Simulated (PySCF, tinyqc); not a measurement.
Worked calculation: CISD on RHF in the 3-21g basis, for H3+, spin multiplicity 1. The lowest restricted solution is unstable here: a spin-polarised one lies 0.0246 hartree lower (PySCF). One step of it, computed by the program tinyqc.

Problem. CISD: determinants and Hamiltonian. Slater-Condon rules over spin orbitals, with the nuclear repulsion added and E(HF) subtracted on the diagonal. Only determinants linked to the reference directly or through others are kept (one block of an abelian symmetry group), so some states are absent.

one-electron integrals over orbitals h = C^T H C (hartree), lower triangle:
```
           1          2          3          4         5         6
1  -1.207938
2   0.000000  -0.997207
3  -0.072368   0.000000  -0.858303
4   0.034765   0.000000  -0.091036   0.155629
5   0.000000  -0.069640   0.000000   0.000000  0.138279
6   0.064458   0.000000   0.114002  -0.009355  0.000000  0.048094
```

Two-electron integrals over orbitals (pq|rs), unique and non-zero (hartree):
```
(11|11) 0.446216    (21|21) 0.119259    (22|11) 0.362819    (22|22) 0.399181
(31|11) 0.072368    (31|22) -0.037829   (31|31) 0.102169    (32|21) -0.112152
(32|32) 0.122133    (33|11) 0.404221    (33|22) 0.361762    (33|31) 0.037701
(33|33) 0.388136    (41|11) -0.034765   (41|22) -0.059053   (41|31) 0.024287
(41|33) -0.037264   (41|41) 0.035235    (42|21) -0.057724   (42|32) 0.056283
(42|42) 0.075792    (43|11) 0.057661    (43|22) 0.069653    (43|31) -0.013636
(43|33) 0.053573    (43|41) -0.039238   (43|43) 0.047904    (44|11) 0.345562
(44|22) 0.400762    (44|31) -0.054707   (44|33) 0.353490    (44|41) -0.077228
(44|43) 0.087398    (44|44) 0.436960    (51|21) 0.034286    (51|32) -0.040401
(51|42) -0.049801   (51|51) 0.036058    (52|11) 0.051963    (52|22) 0.088531
(52|31) -0.036042   (52|33) 0.057790    (52|41) -0.052030   (52|43) 0.058566
(52|44) 0.115558    (52|52) 0.077635    (53|21) -0.054583   (53|32) 0.050359
(53|42) 0.061084    (53|51) -0.038082   (53|53) 0.051656    (54|21) -0.166736
(54|32) 0.171557    (54|42) 0.107900    (54|51) -0.072285   (54|53) 0.094294
(54|54) 0.278186    (55|11) 0.360328    (55|22) 0.407219    (55|31) -0.047635
(55|33) 0.363239    (55|41) -0.079469   (55|43) 0.092709    (55|44) 0.442263
(55|52) 0.119125    (55|55) 0.449730    (61|11) -0.064458   (61|22) -0.013327
(61|31) -0.049719   (61|33) -0.059714   (61|41) 0.000685    (61|43) -0.006274
(61|44) -0.011872   (61|52) -0.003744   (61|55) -0.013101   (61|61) 0.078120
(62|21) 0.000321    (62|32) 0.006971    (62|42) 0.001066    (62|51) -0.003591
(62|53) 0.000164    (62|54) 0.006351    (62|62) 0.005091    (63|11) -0.081860
(63|22) -0.010949   (63|31) -0.066031   (63|33) -0.062362   (63|41) -0.001925
(63|43) -0.007180   (63|44) -0.003851   (63|52) 0.001479    (63|55) -0.007904
(63|61) 0.075186    (63|63) 0.082067    (64|11) 0.005020    (64|22) 0.006205
(64|31) -0.001711   (64|33) 0.002873    (64|41) -0.003178   (64|43) 0.005375
(64|44) 0.007183    (64|52) 0.004988    (64|55) 0.008830    (64|61) 0.005427
(64|63) 0.003574    (64|64) 0.002179    (65|21) -0.010904   (65|32) 0.008106
(65|42) 0.007019    (65|51) -0.002823   (65|53) 0.007428    (65|54) 0.014931
(65|62) -0.002322   (65|65) 0.003820    (66|11) 0.501328    (66|22) 0.316341
(66|31) 0.170258    (66|33) 0.442082    (66|41) -0.008781   (66|43) 0.040726
(66|44) 0.288763    (66|52) 0.017001    (66|55) 0.307122    (66|61) -0.156912
(66|63) -0.181284   (66|64) -0.001156   (66|66) 0.733505
```

nuclear repulsion = 0.88196202 hartree

Hartree-Fock energy = -1.08769777 hartree

Give: determinants; H - E(HF) between determinants.

Solution.

Occupation strings over the orbitals (2 doubly, a alpha, b beta, 0 empty; spin orbitals ordered 1a 1b 2a 2b ...): 200000 a0b000 a00b00 a0000b b0a000 b00a00 b0000a 020000 0a00b0 002000 00ab00 00a00b 00ba00 000200 000a0b 0b00a0 000020 00b00a 000b0a 000002

H - E(HF) between determinants (hartree), lower triangle:
```
        200000  a0b000  a00b00  a0000b  b0a000  b00a00  b0000a  020000
200000   0.000
a0b000   0.000   0.308
a00b00   0.000  -0.033   1.263
a0000b   0.000   0.032  -0.004   1.311
b0a000   0.000  -0.102  -0.024   0.050   0.308
b00a00   0.000  -0.024  -0.035  -0.001  -0.033   1.263
b0000a   0.000   0.050  -0.001  -0.078   0.032  -0.004   1.311
020000   0.119  -0.112  -0.058   0.000   0.112   0.058   0.000   0.374
0a00b0   0.034  -0.055  -0.167  -0.011   0.040   0.050   0.004   0.019
002000   0.102  -0.035  -0.014  -0.066   0.035   0.014   0.066   0.122
00ab00   0.024  -0.014  -0.127  -0.002   0.002   0.039   0.002   0.056
00a00b  -0.050  -0.066  -0.002   0.098  -0.005   0.006  -0.075   0.007
00ba00  -0.024   0.002   0.039   0.002  -0.014  -0.127  -0.002  -0.056
000200   0.035  -0.039  -0.042  -0.003   0.039   0.042   0.003   0.076
000a0b   0.001  -0.002  -0.003   0.026   0.006  -0.053  -0.005   0.001
0b00a0  -0.034   0.040   0.050   0.004  -0.055  -0.167  -0.011  -0.019
000020   0.036  -0.038  -0.072  -0.003   0.038   0.072   0.003   0.078
00b00a   0.050  -0.005   0.006  -0.075  -0.066  -0.002   0.098  -0.007
000b0a  -0.001   0.006  -0.053  -0.005  -0.002  -0.003   0.026  -0.001
000002   0.078   0.075   0.005  -0.092  -0.075  -0.005   0.092   0.005

        0a00b0  002000  00ab00  00a00b  00ba00  000200  000a0b  0b00a0
0a00b0   1.518
002000   0.050   0.641
00ab00   0.172  -0.037   1.620
00a00b   0.008   0.052  -0.006   1.602
00ba00  -0.061   0.037  -0.048   0.007   1.620
000200   0.108   0.048  -0.004   0.005   0.004   2.718
000a0b   0.007  -0.007   0.005  -0.050  -0.110  -0.002   2.462
0b00a0  -0.078  -0.050  -0.061   0.000   0.172  -0.108  -0.006   1.518
000020   0.049   0.052   0.094   0.007  -0.094   0.278   0.015  -0.049
00b00a   0.000  -0.052   0.007  -0.082  -0.006  -0.005  -0.004   0.008
000b0a  -0.006   0.007  -0.110  -0.004   0.005   0.002  -0.002   0.007
000002  -0.002   0.082   0.004  -0.067  -0.004   0.002  -0.011   0.002

        000020  00b00a  000b0a  000002
000020   2.696
00b00a  -0.007   1.602
000b0a  -0.015  -0.050   2.462
000002   0.004   0.067   0.011   2.799
```
